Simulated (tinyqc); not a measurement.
# Ideality, saturation current and resistance from three points

Inverse problem. Well above the saturation current a diode obeys V = n Vt ln(I/I0) + I Rs. Find n, Rs and I0.

Inputs (values chosen for the exercise): temperature T = 300 K.

Constants: q = 1.602176634e-19 C, kB = 1.380649e-23 J/K, Vt = kB T/q. Results are converted to the units shown.

currents (A): 3e-6  0.0001  0.04
voltages (V): 0.52388058  0.62514927  1.4339297

Answer. V is linear in the three unknowns n Vt, Rs and -n Vt ln I0, so three points give a linear system.

n = 1.100
Rs = 16.00 ohm
I0 = 3.000e-14 A

tinyqc, about 0.01 s, one thread, Intel Xeon 2.30GHz (shared host): `OMP_NUM_THREADS=1 python tinyqc.py 2260014 2260015 out.jsonl`
